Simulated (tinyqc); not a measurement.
Thermal and gravitational stress in a wafer during furnace and rapid thermal processing, and the onset of slip: one step, computed by the program tinyqc. Command: `OMP_NUM_THREADS=1 python tinyqc.py 3017625 3017626 out.jsonl slip walk`. One thread of a shared host (Intel(R) Xeon(R) Processor @ 2.30GHz), about 0.01 s of CPU time with the checks.

A thin free disc in plane stress, isotropic; T(r) = T_centre + dT (r/R)^n with n = 2. Stress is positive in tension; sigma_SB = 5.670374419e-8 W/(m^2 K^4), g = 9.80665 m/s^2.

Task: Thermal stress. With x = r/R: s_rr = alpha E dT (1 - x^n)/(n + 2), s_tt = alpha E dT [1 - (n + 1) x^n]/(n + 2).

Inputs (values chosen for the exercise, modelled on silicon): Young's modulus E = 154 GPa; expansion alpha = 4.38 1e-6/K; edge less centre temperature dT = 36 K.

Temperature profile: parabolic.

Give: Temperature and stresses at r/R = 0, 0.3, 0.5, 0.7, 0.8, 0.9, 0.95, 1; hoop stress at the edge; r/R where s_tt = 0.

Result:

Temperature and stresses at r/R = 0, 0.3, 0.5, 0.7, 0.8, 0.9, 0.95, 1:
```
r/R   T - T_centre (K)  s_rr (MPa)  s_tt (MPa)
0.00              0.00       6.071        6.07
0.30              3.24       5.524        4.43
0.50              9.00       4.553        1.52
0.70             17.64       3.096       -2.85
0.80             23.04       2.185       -5.59
0.90             29.16       1.153       -8.68
0.95             32.49       0.592      -10.37
1.00             36.00       0.000      -12.14
```

hoop stress at the edge = -12.14136 MPa

r/R where s_tt = 0 = 0.5774

The hot edge is squeezed; the edge stress is n times that at the centre in size.
